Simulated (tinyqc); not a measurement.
Lateral field, substrate current, probability of reaching the oxide barrier and hot-carrier lifetime of a silicon transistor (pseudo-two-dimensional and lucky-electron models): one step, computed by the program tinyqc. Command: `OMP_NUM_THREADS=1 python tinyqc.py 3025628 3025629 out.jsonl hotcar walk`. One thread of a shared host (Intel(R) Xeon(R) Processor @ 2.30GHz), about 0.04 s of CPU time with the checks.

Local-field models: a lucky carrier gains its energy at the peak field over a path free of collisions. Voltages are magnitudes.

Question. Hot-carrier currents and lifetime. C_ox = 3.9 eps_0/t; F_sat = 2 v_s/mu; V_Dsat = V_ov F_sat L/(V_ov + F_sat L), V_ov = V_G - V_T; I_D/W = C_ox v_s (V_ov - V_Dsat). Scale length l = 0.22 t^(1/3) x_j^(1/2) (all in cm); F_m = sqrt(((V_D - V_Dsat)/l_e)^2 + F_sat^2), with l_e = l + L_n; length of the velocity-saturated region l_e ln((V_D - V_Dsat)/(l_e F_sat) + F_m/F_sat). Substrate current I_sub/I_D = (A_i/B_i)(V_D - V_Dsat) exp(-B_i/F_m); probability of reaching the oxide barrier exp(-phi_b/(e lambda F_m)); lifetime tau = (H/(I_D/W)) exp(phi_it/(e lambda F_m)).

Inputs (values chosen for the exercise, modelled on a silicon n-channel):
```
quantity                                value                      unit
channel length L                          310                        nm
oxide thickness t                         7.4                        nm
junction depth x_j                         63                        nm
mobility mu                               340                cm^2/(V s)
saturation velocity v_s                  0.84                  1e7 cm/s
threshold voltage V_T                    0.68                         V
gate voltage V_G                          2.4                         V
drain voltage V_D                         3.7                         V
ionisation prefactor A_i              2.2e+06                      1/cm
ionisation field B_i                     1.76                     MV/cm
hot-carrier mean free path lambda         7.8                        nm
oxide barrier phi_b                       3.1                        eV
interface-trap threshold phi_it           3.6                        eV
lifetime constant H                        30  s microampere/micrometre
length of the depleted extension L_n       26                        nm
```

Drain: lightly doped extension.

Constants: eps_0 = 8.8541878128e-12 F/m.

Give: I_sub/I_D; substrate current I_sub/W; probability of reaching phi_b; lifetime tau; exponent m = phi_it/(e lambda B_i).

Answer.

I_sub/I_D = 0.03679

substrate current I_sub/W = 13.12 microampere/micrometre

probability of reaching phi_b = 3.174e-05

lifetime tau = 14090 s

exponent m = phi_it/(e lambda B_i) = 2.622

Since both exponentials depend on 1/F_m, tau I_D scales about as (I_sub/I_D)^(-m) with m = 2.62, which lets I_sub serve as the monitor. The lifetime is 4.46e-5 times ten years (3.156e8 s).
